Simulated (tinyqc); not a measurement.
Bound state in one dimension: Numerov shooting, finite differences, DVR, step by step. Computed by tinyqc, a small Python program that keeps every step. Settings: points = 96. Command: `OMP_NUM_THREADS=1 python tinyqc.py 24893 24894 out.jsonl` (the two numbers bound the seeds that draw the settings). One thread of a shared host (Intel(R) Xeon(R) Processor @ 2.60GHz), about 0.01 s of CPU time with the checks.

## Numerov steps at E = 0.1

One particle of mass 1 in V = 6.96 (1 - exp(-0.53 x))^2 (atomic units), psi = 0 at both ends:
```
parameter,value
left end,-1.600000
right end,7
intervals,96
h,0.089583
state sought (nodes),0
```

k_i = 2 m (E - V_i); (1 + h^2 k_(i+1)/12) y_(i+1) = 2 (1 - 5 h^2 k_i/12) y_i - (1 + h^2 k_(i-1)/12) y_(i-1), from y_0 = 0, y_1 = 0.001.

Points along the way:
```
i,x,V,k,y
0,-1.600000,12.403770,-24.607540,0.000000
1,-1.510417,10.473365,-20.746730,0.001000
2,-1.420833,8.784479,-17.368957,0.002164
3,-1.331250,7.312142,-14.424284,0.003628
4,-1.241667,6.033791,-11.867582,0.005511
5,-1.152083,4.929042,-9.658085,0.007917
32,1.266667,1.664100,-3.128200,0.271458
33,1.356250,1.829296,-3.458592,0.307946
34,1.445833,1.994113,-3.788226,0.353019
35,1.535417,2.157909,-4.115817,0.408874
36,1.625000,2.320131,-4.440262,0.478297
37,1.714583,2.480307,-4.760613,0.564847
```

## Bisection on the node count

With more sign changes than the state has nodes (the last point included) the energy is too high, else too low; the bracket starts as 0.1 to 10.

Trials:
```
trial,E,sign changes,y at the right end,next
1,5.05000000,3,-6.61e-01,lower
2,2.57500000,1,-4.40e+02,lower
3,1.33750000,1,-8.10e+04,lower
4,0.71875000,0,3.94e+05,raise
5,1.02812500,1,-4.49e+04,lower
6,0.87343750,0,8.33e+04,raise
7,0.95078125,0,3.46e+03,raise
8,0.98945313,1,-2.40e+04,lower
9,0.97011719,1,-1.11e+04,lower
10,0.96044922,1,-4.07e+03,lower
11,0.95561523,1,-3.64e+02,lower
12,0.95319824,0,1.53e+03,raise
13,0.95440674,0,5.82e+02,raise
14,0.95501099,0,1.08e+02,raise
...,...,...,...,...
28,0.95514859,1,-2.39e-03,lower
29,0.95514857,0,1.20e-02,raise
30,0.95514858,0,4.82e-03,raise
```

eigenvalue = 0.95514858 hartree

## The same grid by other methods

Three-point finite differences and the sine-DVR kinetic matrix of Colbert and Miller on the same points.

Lowest levels (hartree):
```
state,finite differences,DVR
0,0.954291,0.955151
1,2.653109,2.656423
2,4.072600,4.078927
```
